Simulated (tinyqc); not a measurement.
# Worked calculation: isotype n-N heterojunction, non-linear Poisson equation by Newton steps, Boltzmann statistics

tinyqc, about 0.03 s, one thread, Intel Xeon 2.30GHz (shared host): `OMP_NUM_THREADS=1 python tinyqc.py 2040170 2040171 out.jsonl` Printed values are rounded.

One dimension, material 1 (n-type) at x < 0 and material 2 (n-type) at x > 0. Band edges: Ec = -psi in material 1 and -psi + dEc in material 2, Ev = Ec - Eg. Equilibrium, Fermi level at 0. n = Nc F((EFn - Ec)/Vt), p = Nv F((Ev - EFp)/Vt), with F(eta) = exp(eta) (Boltzmann statistics); full ionisation, no interface charge, classical densities; the doping types are chosen for the exercise.

Inputs (values chosen for the exercise); band and dielectric values close to those of CdTe and CdS: temperature T = 300 K; band gap of material 1 Eg1 = 1.52 eV; relative permittivity of material 1 er1 = 10.1; conduction-band density of states of material 1 Nc1 = 7.9e17 cm^-3; valence-band density of states of material 1 Nv1 = 1.83e19 cm^-3; band gap of material 2 Eg2 = 2.42 eV; relative permittivity of material 2 er2 = 9.03; conduction-band density of states of material 2 Nc2 = 2.19e18 cm^-3; valence-band density of states of material 2 Nv2 = 1.83e19 cm^-3; conduction-band offset Ec2 - Ec1 dEc = -0.12 eV; donor density of material 1 N1 = 1e16 cm^-3; donor density of material 2 N2 = 1.1e16 cm^-3; bias of side 1 against side 2 V = 0 V.

Constants: q = 1.602176634e-19 C, kB = 1.380649e-23 J/K, Vt = kB T/q, eps0 = 8.8541878128e-14 F/cm where lengths are in cm. Results are converted to the units shown.

## Offsets and end potentials

dEv = Ev1 - Ev2 = Eg2 - Eg1 - dEc. Neutrality of the majority carriers far from the junction: Nc1 F(psi_L/Vt) = N1 and Nc2 F((V + psi_R - dEc)/Vt) = N2. Total bending psi_R - psi_L.

dEv = 1.02 eV
psi_L = -0.1129590 V
psi_R = -0.2568543 V
psi_R - psi_L = -0.1438954 V

The alignment is staggered (type II): dEc and dEv have opposite signs.

## Permittivity of the intervals

x, node 0 to 11 (nm): [-424, -289, -188, -113, -57.1, -15.5, 15.5, 54.3, 103, 164, 240, 335]

er1 or er2; the interface lies midway in its interval, which gets the series value 2 er1 er2/(er1 + er2).

eps_r, interval 0 to 10: [10.1, 10.1, 10.1, 10.1, 10.1, 9.535076, 9.03, 9.03, 9.03, 9.03, 9.03]

## Couplings between neighbouring nodes

a_i = eps0 eps_r/h_i for the interval from node i to i + 1, with h_i = x_(i+1) - x_i in cm.

coupling a_i, interval 0 to 10 (F/cm^2): [6.624244e-8, 8.854188e-8, 1.192364e-7, 1.599773e-7, 2.149695e-7, 2.723398e-7, 2.060652e-7, 1.641752e-7, 1.310710e-7, 1.052017e-7, 8.416139e-8]

## Starting potential

material, node 0 to 11: [1, 1, 1, 1, 1, 1, 2, 2, 2, 2, 2, 2]

psi_L + (psi_R - psi_L)(1 + tanh(x/s))/2 on the inner nodes with s = 63 nm, psi_L and psi_R on the ends.

psi at the start, node 0 to 11 (V): [-0.1129590, -0.1129739, -0.1133262, -0.1168337, -0.1331493, -0.1675540, -0.2022593, -0.2350713, -0.2515848, -0.2560698, -0.2567837, -0.2568543]

## Iteration 1: densities, residual and Jacobian diagonal

n_i = Nc F(a_n), a_n = (V - Ec_i)/Vt; p_i = Nv F(a_p), a_p = (Ec_i - Eg)/Vt; rho_i = p_i - n_i + C_i with C = +N1 or +N2; g_i = (n_i + p_i)/Vt. Box widths w_i = (h_(i-1) + h_i)/2 in cm. Residual F_i = a_i (psi_(i+1) - psi_i) - a_(i-1) (psi_i - psi_(i-1)) + q rho_i w_i; Jacobian: a_(i-1) and a_i beside the diagonal, b_i = -a_(i-1) - a_i - q g_i w_i on it. The two end nodes are fixed.

n, node 0 to 11 (cm^-3): [1e16, 9.994234e15, 9.858947e15, 8.608087e15, 4.579500e15, 1.210165e15, 9.089671e16, 2.554652e16, 1.348704e16, 1.133891e16, 1.103009e16, 1.1e16]
p, node 0 to 11 (cm^-3): [4.218927e-5, 4.221361e-5, 4.279288e-5, 4.901121e-5, 9.212638e-5, 3.486242e-4, 9.775441e-21, 3.478186e-20, 6.588218e-20, 7.836337e-20, 8.055741e-20, 8.077776e-20]
residual F, node 1 to 10 (C/cm^2): [-1.930686e-11, -1.881562e-10, -7.322918e-10, -5.521062e-10, 3.056384e-9, -4.198476e-8, -6.146123e-9, -6.233770e-11, 1.408029e-10, 2.793791e-11]
diagonal b, node 1 to 10 (F/cm^2): [-8.856671e-7, -7.454652e-7, -6.283801e-7, -5.133062e-7, -5.145343e-7, -2.444434e-6, -1.062910e-6, -7.537146e-7, -7.176419e-7, -7.738320e-7]

## Iteration 1: Newton step

Solve the tridiagonal system a_(i-1) d_(i-1) + b_i d_i + a_i d_(i+1) = -F_i for nodes 1 to 10, with d = 0 on fixed nodes. The full step is added.

Newton step d, node 1 to 10 (V): [-0.00008564, -0.00063863, -0.00235109, -0.00418148, -0.00566662, -0.01862806, -0.00973992, -0.00224115, -0.00021206, 0.00000727]
psi after iteration 1, node 0 to 11 (V): [-0.1129590, -0.1130595, -0.1139648, -0.1191848, -0.1373307, -0.1732206, -0.2208874, -0.2448112, -0.2538260, -0.2562819, -0.2567764, -0.2568543]

## Course of the Newton iteration

Stop when the largest undamped |d| is below 1e-9 V, or after 80 iterations.

Course of the iteration:
```
iteration  largest |F| (C/cm^2)  largest |d| (V)  at node
1                       4.20e-8           0.0186        6
2                       1.05e-8          9.04e-3        6
3                       1.35e-9          1.54e-3        6
4                      3.04e-11          3.65e-5        6
5                      1.64e-14          1.98e-8        6
6                      4.79e-21         5.79e-15        6
```

Converged in 6 iterations. Once the step is below 0.1 Vt, 3 more iteration(s) reach the threshold: near the solution the error is roughly squared each time.

## Band edges, densities and displacement

converged psi, node 0 to 11 (V): [-0.1129590, -0.1130784, -0.1141523, -0.1202841, -0.1410278, -0.1805307, -0.2315029, -0.2491364, -0.2549305, -0.2564901, -0.2568047, -0.2568543]

Ec, Ev, n and p as defined; D = a_k (psi_(k+1) - psi_k) on the interval that holds the interface.

Ec, node 0 to 11 (eV): [0.1129590, 0.1130784, 0.1141523, 0.1202841, 0.1410278, 0.1805307, 0.1115029, 0.1291364, 0.1349305, 0.1364901, 0.1368047, 0.1368543]
Ev, node 0 to 11 (eV): [-1.407041, -1.406922, -1.405848, -1.399716, -1.378972, -1.339469, -2.308497, -2.290864, -2.285070, -2.283510, -2.283195, -2.283146]
n, node 0 to 11 (cm^-3): [1e16, 9.953892e15, 9.548878e15, 7.532575e15, 3.376475e15, 7.325625e14, 2.932769e16, 1.482681e16, 1.184983e16, 1.115609e16, 1.102112e16, 1.1e16]
p, node 0 to 11 (cm^-3): [4.218927e-5, 4.238470e-5, 4.418244e-5, 5.600910e-5, 1.249506e-4, 5.759136e-4, 3.029749e-20, 5.992895e-20, 7.498467e-20, 7.964754e-20, 8.062297e-20, 8.077776e-20]
D = -13.88176 nC/cm^2

## Check against the first integral

Exact first integral: on each side D^2/(2 eps0 er) = G, G = q [Vt (nI_j - nI_b) + Vt (pI_j - pI_b) - C (psi_j - psi_b)], with C = +N1 or +N2, b the neutral end of that side, and nI, pI the densities themselves. D is continuous, so er1 G1(psi_j) = er2 G2(psi_j) fixes psi_j. Ends from Nc1 F(psi_L/Vt) = N1 and Nc2 F((V + psi_R - dEc)/Vt) = N2. D is counted positive when psi rises towards material 2.

psi_j = -0.2121529 V
D = -14.55209 nC/cm^2
psi_j - psi_L = -0.09919393 V
psi_R - psi_j = -0.04470142 V
Ec1 - EFn at the interface = 0.2121529 eV
Ec2 - EFn at the interface = 0.09215290 eV

Material 1 takes 68.9 % of the bending. The 12-node mesh gave D = -13.88 nC/cm^2, 4.6 % below the exact value in size.
